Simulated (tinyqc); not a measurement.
From results to parameters: minimal-basis H2. Computed by the program tinyqc with PySCF.

Problem. For two electrons in the two orbitals of minimal-basis H2, the CIS energies are e2 - e1 - J12 + 2 K12 and e2 - e1 - J12, and E_corr = D - sqrt(D^2 + K12^2) with 2D the energy of the double excitation. Find J12, K12, D, the MP2 energy and the weight of the double excitation.

orbital gap e2 - e1 = 0.34342078 hartree
CIS singlet and triplet energies (hartree): 0.363048  -0.168129
FCI correlation energy = -0.18407681 hartree

Solution. Half the singlet-triplet splitting is K12, the gap less the triplet energy is J12, D = (E_corr^2 - K12^2)/(2 E_corr), MP2 is -K12^2/(2 gap), and the weight is c^2/(1 + c^2) with c = E_corr/K12.

J12, K12, D (hartree): 0.512  0.266  0.100
MP2 correlation energy = -0.10270 hartree
weight of the double excitation = 0.3245
